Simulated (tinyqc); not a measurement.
# Gate sheet resistance from two finger widths

Problem. At low frequency R = Rsh Wf/(3 L) + B/Wf, where B collects the channel and vertical terms. Find Rsh, B and the width of lowest R.

Values chosen for this exercise: channel length L = 0.3 um.

input resistance of single fingers, contacted at one end, of width 0.86 and 7.8 um (ohm): [95.602067, 96.153846]

Answer. R Wf is a straight line in Wf^2; the minimum of R lies where both terms are equal.

Rsh = 10.0 ohm/square
B = 74.0 ohm um
width of lowest R = 2.58 um

Numbers from tinyqc (`OMP_NUM_THREADS=1 python tinyqc.py 2262085 2262086 out.jsonl`; about 0.01 s on one thread of a shared Intel Xeon 2.30GHz).
